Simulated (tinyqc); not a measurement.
# Schottky diode by thermionic emission with image-force lowering and series resistance: effect of the doping on the lowering

Metal on an n-type semiconductor with one parabolic valley; V > 0 is forward bias (metal positive). I = I0 [exp(Vj/(n Vt)) - 1] with Vj = V - I Rs; I0 = S A* T^2 exp(-(phi - dphi)/Vt), the lowering dphi taken at zero bias.

A* = 4 pi q me m0 kB^2/h^3 (times 1e-4 for A/(cm^2 K^2)); Nc = 2 (2 pi me m0 kB T/h^2)^1.5 (times 1e-6 for cm^-3); xi = Vt ln(Nc/Nd), Vbi = phi - xi; surface field Em = sqrt(2 q Nd (Vbi - V - Vt)/(eps0 eps_r)); dphi = sqrt(q Em/(4 pi eps0 eps_r)). Here V = 0 in Em.

Values chosen for this exercise; band and dielectric values close to those of In0.53Ga0.47As:
```
symbol,value,unit,meaning
T,200,K,temperature
me,0.0408,m0,electron mass
eps_r,13.7,,relative permittivity
phi,0.4,eV,barrier height seen from the metal
S,6.7e-5,cm^2,area
```

Constants: q = 1.602176634e-19 C, kB = 1.380649e-23 J/K, h = 6.62607015e-34 J s, m0 = 9.1093837015e-31 kg, Vt = kB T/q, eps0 = 8.8541878128e-14 F/cm where lengths are in cm. Results are converted to the units shown.

Result of one run:
```
Vbi (V)  Em (kV/cm)  dphi (meV)    I0 (A)
0.3056        5.983       7.930  1.733e-9
```

Which donor density Nd gave this result: 2.5e14, 4.7e14, 1.7e15 or 1.1e16 cm^-3?

Nd = 4.7e14 cm^-3.

The whole series:
```
Nd (cm^-3)  Vbi (V)  Em (kV/cm)  dphi (meV)    I0 (A)
1.3e14       0.2834       3.023       5.637  1.517e-9
2.5e14       0.2947       4.281       6.708  1.615e-9
4.7e14       0.3056       5.983       7.930  1.733e-9
8.9e14       0.3166       8.389       9.390  1.887e-9
1.7e15       0.3277       11.81       11.14  2.088e-9
3.2e15       0.3386       16.48       13.16  2.348e-9
6e15         0.3495       22.95       15.53  2.694e-9
1.1e16       0.3599       31.56       18.21  3.147e-9
2.1e16       0.3711       44.30       21.58  3.827e-9
```

dphi rises from 5.64 to 21.6 meV, as Nd^(0.26) (1/4 at fixed Vbi), and I0 grows by a factor of 2.52.

Program tinyqc, `OMP_NUM_THREADS=1 python tinyqc.py 2640013 2640014 out.jsonl`; Intel Xeon 2.30GHz, shared host, one thread, about 0.01 s.
